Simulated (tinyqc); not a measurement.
# Bandgap voltage reference from two bipolar transistors: output against temperature

Two transistors of area 1 and N carry the same current I. Is(T) = Is (T/T0)^eta exp[(Vg0 q/kB)(1/T0 - 1/T)], VBE1 = Vt ln(I/Is(T)) + I rb, VBE2 = Vt ln(I/(N Is(T))) + I rb/N. The amplifier forces I R1(T) = VBE1 - VBE2 + Vos, with R(T) = R (1 + tc (T - T0)) for both resistors, and the output is Vref = VBE1 + I R2(T). Base currents and the Early effect are neglected.

Vt = kB T/q; I = (Vt ln N + Vos)/(R1(T) - rb (1 - 1/N)).

Inputs (values chosen for the exercise); values of the order met in silicon bipolar transistors:
- T0 = 300 K (reference temperature)
- Vg0 = 1.192 V (band-gap voltage extrapolated to 0 K)
- eta = 3.2 (temperature exponent of the saturation current)
- Is = 9.1e-18 A (saturation current of the unit transistor at T0)
- N = 8 (area ratio of the second transistor)
- R1 = 5.9 kohm (resistor across which the difference of VBE falls, at T0)
- tc = 1200 ppm/K (temperature coefficient of both resistors)
- Vos = 0 mV (offset of the amplifier)
- rb = 13 ohm (series resistance of the unit transistor)
- R2 = 61.39 kohm (output resistor at T0)

Constants: q = 1.602176634e-19 C, kB = 1.380649e-23 J/K. Results are converted to the units shown.

Output against temperature:
```
T (K),I (uA),VBE1 (V),I R2 (V),Vref (V),Vref - Vref(T0) (mV),dVref/dT (uV/K)
218,7.359,0.8602,0.4073,1.268,-7.433,130.5
233,7.711,0.8340,0.4353,1.269,-5.594,114.8
253,8.160,0.7988,0.4727,1.271,-3.494,95.33
273,8.586,0.7632,0.5100,1.273,-1.772,77.15
298,9.090,0.7181,0.5567,1.275,-0.1104,56.02
323,9.564,0.6726,0.6034,1.276,1.042,36.43
348,10.01,0.6266,0.6500,1.277,1.722,18.15
373,10.43,0.5802,0.6967,1.277,1.959,1.022
398,10.83,0.5334,0.7434,1.277,1.782,-15.10
423,11.21,0.4861,0.7900,1.276,1.212,-30.33
```

Read the table: what changes, and by how much?

VBE1 falls by 1.82 mV/K on average and I R2 rises by 1.87 mV/K. The slope of Vref vanishes at T = 375 K. Between 233 and 398 K Vref spans 7.55 mV, or 35.9 ppm/K by the box method (span over the average over T, over 165 K).

tinyqc, about 0.02 s, one thread, Intel Xeon 2.30GHz (shared host): `OMP_NUM_THREADS=1 python tinyqc.py 2062185 2062186 out.jsonl`
